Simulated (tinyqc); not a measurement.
CCSD on RHF in the sto-6g basis, for BeH2, spin multiplicity 1, step by step. One step of it, computed by the program tinyqc.

Problem. Orthogonalisation. S = U s U^T; canonical form X = U s^(-1/2), so that X^T S X = 1. Each column of U has its largest component positive (the first on a tie).

overlap S:
```
           1Be 1s    1Be 2s   1Be 2px    1Be 2py   1Be 2pz     2H 1s      3H 1s
1Be 1s   1.000000  0.254764  0.000000   0.000000  0.000000  0.057012   0.060273
1Be 2s   0.254764  1.000000  0.000000   0.000000  0.000000  0.418785   0.428557
1Be 2px  0.000000  0.000000  1.000000   0.000000  0.000000  0.000000   0.000000
1Be 2py  0.000000  0.000000  0.000000   1.000000  0.000000  0.493385  -0.501118
1Be 2pz  0.000000  0.000000  0.000000   0.000000  1.000000  0.016389   0.016586
2H 1s    0.057012  0.418785  0.000000   0.493385  0.016389  1.000000   0.027624
3H 1s    0.060273  0.428557  0.000000  -0.501118  0.016586  0.027624   1.000000
```

Give: eigenvalues of S; X.

Solution.

eigenvalues of S: 0.2825  0.3872  0.9434  1.0000  1.0015  1.6856  1.6999

X:
```
               1        2        3       4        5        6        7
1Be 1s    0.0146  -0.3432   0.9356  0.0000  -0.1455   0.1332   0.2134
1Be 2s   -0.0757   1.1658  -0.0809  0.0000  -0.0210   0.2764   0.4451
1Be 2px   0.0000   0.0000   0.0000  1.0000   0.0000   0.0000   0.0000
1Be 2py   1.3152   0.0623   0.0024  0.0000  -0.0005   0.4679  -0.2878
1Be 2pz  -0.0025   0.0398   0.1607  0.0000   0.9865   0.0089   0.0142
2H 1s    -0.8997  -0.7846  -0.2782  0.0000   0.0441   0.5113   0.1010
3H 1s     0.9973  -0.6963  -0.2736  0.0000   0.0434  -0.1367   0.5014
```
